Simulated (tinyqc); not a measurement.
Changing the mobility mu: current of a Schottky diode by thermionic-emission-diffusion theory, and its read-back from I-V-T and C-V data. Computed by tinyqc, a small Python program. Command: `OMP_NUM_THREADS=1 python tinyqc.py 3006136 3006137 out.jsonl schottky sweep`. One thread of a shared host (Intel(R) Xeon(R) Processor @ 2.30GHz), about 0.01 s of CPU time with the checks.

Full ionisation, no tunnelling, no recombination current. V is the voltage across the junction itself, forward positive.

Inputs (values chosen for the exercise, modelled on n-type silicon):
```
quantity                                     value           unit
Richardson constant A*                         115   A/(cm^2 K^2)
effective density of states at 300 K, N_c  2.7e+19         1/cm^3
permittivity eps                              11.7              -
barrier without image force phi_0            0.832             eV
doping N                                   2.6e+17         1/cm^3
series resistance R_s                           12  milliohm cm^2
junction voltage V                             0.4              V
temperature T                                  250              K
```

Barrier: uniform.

Constants: k_B = 8.617333262e-05 eV/K; e = 1.602176634e-19 C; eps_0 = 8.8541878128e-12 F/m.

Method:
- N_c(T) = N_c (T/300 K)^(3/2); V_bi = phi_0 - (k_B T/e) ln(N_c(T)/N); surface field F = sqrt(2 e N (V_bi - V - k_B T/e)/(eps eps_0)); image lowering d_phi = sqrt(e F/(4 pi eps eps_0)); effective barrier phi = phi_0 - d_phi.
- Collection velocity v_R = A* T^2/(e N_c(T)); diffusion velocity v_D = mu F; J = e N_c(T) v_R/(1 + v_R/v_D) exp(-phi/k_B T) [exp(e V/k_B T) - 1].
- Terminal voltage V + J R_s.
- Ideality n = (e/k_B T)/(d ln J/dV) by a central difference of +/- 1 mV; J_0 = J exp(-e V/(n k_B T)); apparent barrier phi_IV = k_B T ln(A* T^2/J_0); a C-V plot gives phi_CV = phi_0, the mean without lowering.

One run for each value:
```
mobility mu (cm^2/(V s))  current density J (A/cm^2)  apparent barrier phi_IV (eV)  ideality factor n  v_D (cm/s)
0.5                                           0.0039                        0.8326              1.073   7.975e+04
1.6                                           0.0115                        0.8101              1.070   2.552e+05
5                                             0.0294                        0.7921              1.064   7.975e+05
16                                            0.0592                        0.7807              1.053   2.552e+06
50                                            0.0863                        0.7760              1.044   7.975e+06
160                                           0.1012                        0.7744              1.039   2.552e+07
500                                           0.1070                        0.7739              1.037   7.975e+07
1600                                          0.1090                        0.7738              1.037   2.552e+08
5000                                          0.1096                        0.7737              1.036   7.975e+08
```

What does the table show, and why?

Over the rows, current density J (A/cm^2) rises from 0.00387 to 0.110 (exponent d ln y / d ln x 0.94 between the first rows and 0.0051 between the last); apparent barrier phi_IV (eV) falls from 0.833 to 0.774; ideality factor n falls from 1.07 to 1.04 (exponent d ln y / d ln x -0.0022 between the first rows and -1.8e-4 between the last). At the high end the exponent of current density J is 0.01, close to 0: thermionic emission limits. Reading a diffusion-limited diode with the thermionic formula overstates the barrier by k_B T ln(1 + v_R/v_D).
